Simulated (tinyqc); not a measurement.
Stretching all distances: RHF, UHF, MP2, CISD and CCSD against full CI in the sto-3g basis, for BeH2, spin multiplicity 1. Computed by the program tinyqc with PySCF. All coordinates are multiplied by the scale. c0^2 is the weight of the RHF determinant in the lowest singlet FCI state (UHF is spin-contaminated and may lie near states of higher spin) and n(LUMO) the first natural occupation beyond the occupied space.

Geometry (angstrom):

| atom | x | y | z |
|---|---|---|---|
| Be | 0.0000 | 0.0000 | 0.0000 |
| H | 0.0000 | 1.2740 | 0.0630 |
| H | 0.0000 | -1.2880 | 0.0640 |

Full CI energy (hartree) and errors against it (kcal/mol):

| scale | distance 1-2 (angstrom) | E(FCI) | RHF | UHF | MP2 | CISD | CCSD | <S^2> UHF | c0^2 | n(LUMO) |
|---|---|---|---|---|---|---|---|---|---|---|
| 0.9500 | 1.2118 | -15.587009 | 19.3458 | 19.3458 | 6.1882 | 0.3688 | 0.2051 | 0.0000 | 0.9772 | 0.0219 |
| 1.1600 | 1.4796 | -15.577978 | 27.0639 | 27.0639 | 9.7845 | 0.7503 | 0.3587 | 0.0000 | 0.9609 | 0.0432 |
| 1.3800 | 1.7603 | -15.509721 | 40.7753 | 40.7753 | 16.6561 | 1.9166 | 0.8270 | 0.0000 | 0.9227 | 0.0937 |
| 1.8000 | 2.2960 | -15.376634 | 90.6936 | 38.4238 | 44.2755 | 10.8406 | 4.3781 | 1.1705 | 0.7028 | 0.4145 |
| 2.0200 | 2.5766 | -15.345193 | 133.2840 | 29.6114 | 68.6159 | 17.3356 | 4.2381 | 1.2858 | 0.4658 | 0.7453 |

Estimate the missing row, scale = 1.59.

Computed row:
```
scale   distance 1-2 (angstrom)      E(FCI)      RHF      UHF      MP2    CISD    CCSD  <S^2> UHF    c0^2  n(LUMO)
1.5900                   2.0281  -15.435617  61.0500  50.0072  27.4971  4.8136  2.0399     0.7212  0.8484   0.1981
```

UHF parts from RHF first at scale 1.59 of those listed, where <S^2> leaves zero. The weight c0^2 goes from 0.98 to 0.47 and n(LUMO) from 0.02 to 0.75: static correlation grows as the bonds break into open-shell fragments. The spread of the error along the curve, which distorts its shape, is CCSD 4.2, CISD 17.0, UHF 30.7, MP2 62.4, RHF 113.9 kcal/mol. The table stops here: at scale 2.23 and beyond, the reference weight falls under 0.45 or RHF, UHF or CCSD hop between solutions, so those rows were left out and the spreads given cover only the rows shown. As computed, partly on other solutions, the errors there reach in size RHF 177, UHF 29, MP2 86, CISD 19, CCSD 2 kcal/mol.
